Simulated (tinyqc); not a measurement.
Position of the spike: inter-valley coupling by envelope functions against a chain of atomic planes.

Chain: E(phi) = e0 + 2 v cos(phi) + 2 u cos(2 phi), cos(phi0) = -v/(4u), e0 = 2u + v^2/(4u); plane j = 0, 1, ... has the potential V_j = dE x_j + F (j - 30) a/4 (1 MV/m = 1e-4 V/angstrom). There are 30 barrier planes a side; with y = j - 29.5, x_j = xb (f(y) + f(Nw - y)), f(y) = 1/(1 + exp(y/L)), plus any Ge added in the well. The valley splitting is the spacing of the two lowest levels. Envelope theory: F_j solves a one-valley chain with hopping -b and diagonal 2b + V_j, b = 4u sin^2(phi0), sum F_j^2 = 1; the valleys couple by Dv = sum_j F_j^2 V_j exp(-2 i phi0 j) and split by 2|Dv|.

Parameters, chosen for this exercise (near those of the Delta valleys of silicon in a SiGe well; not measured data): a = 5.431 angstrom (lattice constant; planes lie a/4 apart); u = 0.634 eV (second-neighbour hopping); v = 0.558 eV (nearest hopping); Nw = 40 (planes in the well); L = 1 planes (interface width); xb = 0.34 (Ge fraction of the barriers); dE = 0.51 eV (offset per unit Ge fraction); F = 5 MV/m (field); xs = 0.15 (Ge fraction added on that plane).

The spike is moved through the well; position counted from the first well plane, j - 30.

Against position:

| j - 30 | F_j^2, smooth | mean of the doublet (meV) | splitting, chain (micro-eV) | envelope | first order |
|---|---|---|---|---|---|
| 2 | 0.01088 | 24.04 | 1316 | 1288 | 1664 |
| 5 | 0.02189 | 24.66 | 2566 | 2513 | 3350 |
| 8 | 0.03288 | 25.34 | 3921 | 3858 | 5031 |
| 12 | 0.04288 | 26.10 | 5443 | 5396 | 6561 |
| 16 | 0.04497 | 26.36 | 5966 | 5928 | 6881 |
| 20 | 0.03980 | 25.96 | 5163 | 5131 | 6089 |
| 26 | 0.02489 | 24.86 | 2951 | 2911 | 3808 |
| 32 | 0.01041 | 23.98 | 1199 | 1174 | 1593 |
| 38 | 0.00194 | 23.50 | 239 | 235 | 297 |

The splitting is largest at plane 16 among these rows (5966 micro-eV), and the smooth envelope peaks at plane 15, counting all planes; without a spike it is 2.8. Where the splitting exceeds 20 micro-eV the envelope theory lies within 2.1 % of the chain and first order within 33 %.

tinyqc: `OMP_NUM_THREADS=1 python tinyqc.py 1452382 1452383 out.jsonl`; about 0.1 s, one thread, shared Intel(R) Xeon(R) Processor @ 2.30GHz.
